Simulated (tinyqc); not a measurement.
Choosing the metal: Schottky barrier with interface states (Cowley-Sze model), image lowering and contact resistance. Computed by tinyqc, a small Python program. Command: `OMP_NUM_THREADS=1 python tinyqc.py 3010877 3010878 out.jsonl pinning walk`. One thread of a shared host (Intel(R) Xeon(R) Processor @ 2.30GHz), about 0.01 s of CPU time with the checks.

An n-type semiconductor under a metal. The barrier lies between the Schottky-Mott limit phi_M - chi and the Bardeen limit E_g - E_n, E_n being the neutrality level of the interface states; the space-charge term of the full Cowley-Sze expression is left out.

Inputs (values chosen for the exercise, for a model semiconductor):
```
quantity                                     value   unit
gap E_g                                       3.07     eV
electron affinity chi                         4.14     eV
metal work function phi_M                     4.41     eV
neutrality level E_n above the valence band   1.08     eV
optical dielectric constant eps_opt           4.36      -
dielectric constant eps_s                     9.67      -
electron mass m_e                            0.239    m_0
valleys M_c                                      1      -
donor density N                              7e+15  cm^-3
temperature T                                  300      K
```

Pinning factor from: Moench relation.

Constants: k_B = 8.617333262e-05 eV/K; hbar = 1.054571817e-34 J s; m_0 = 9.1093837015e-31 kg; eps_0 = 8.8541878128e-12 F/m; e = 1.602176634e-19 C; k_B = 1.380649e-23 J/K; h = 6.62607015e-34 J s.

Method:
- S = 1/(1 + 0.1 (eps_opt - 1)^2), an empirical relation for metal-induced gap states.
- phi_B = S (phi_M - chi) + (1 - S)(E_g - E_n); the hole barrier is E_g - phi_B.
- A* = 4 pi e m_e M_c k_B^2/h^3 (a simple valley count); J_s = A* T^2 exp(-phi/k_B T).
- E_00 = (e hbar/2) sqrt(N/(m_e eps_s eps_0)), E_0 = E_00 coth(E_00/k_B T); scaling form of the contact resistivity rho_c = (k_B/(e A* T)) exp(phi_B/E_0), which is the thermionic result when E_00 << k_B T and keeps only the leading exponential of tunnelling when E_00 >> k_B T; image lowering is left out of it.

pinning factor S = 0.469713

Bardeen barrier = 1.99 eV

E_0 = 0.0258655 eV

Against work function:
```
phi_M (eV)  Schottky-Mott (eV)  phi_B (eV)  J_0 (A/cm^2)  rho_c (ohm cm^2)
4.14                      0.00      1.0553    4.8381e-12        5.2312e+09
4.37                      0.23      1.1633    7.4093e-14        3.4084e+11
4.60                      0.46      1.2713    1.1347e-15        2.2207e+13
4.83                      0.69      1.3794    1.7378e-17        1.4469e+15
5.05                      0.91      1.4827    3.1917e-19        7.8617e+16
5.28                      1.14      1.5907    4.8879e-21        5.1223e+18
5.51                      1.37      1.6988    7.4857e-23        3.3374e+20
5.74                      1.60      1.8068    1.1464e-24        2.1745e+22
```

What follows from these numbers?

A span of 1.60 eV in work function moves the barrier by 0.752 eV (slope S = 0.470) and rho_c by 12.6 decades. The barrier equals its Schottky-Mott value only at phi_M = chi + E_g - E_n = 6.13 eV, where the interface states are neutral (beyond the work function of any metal).
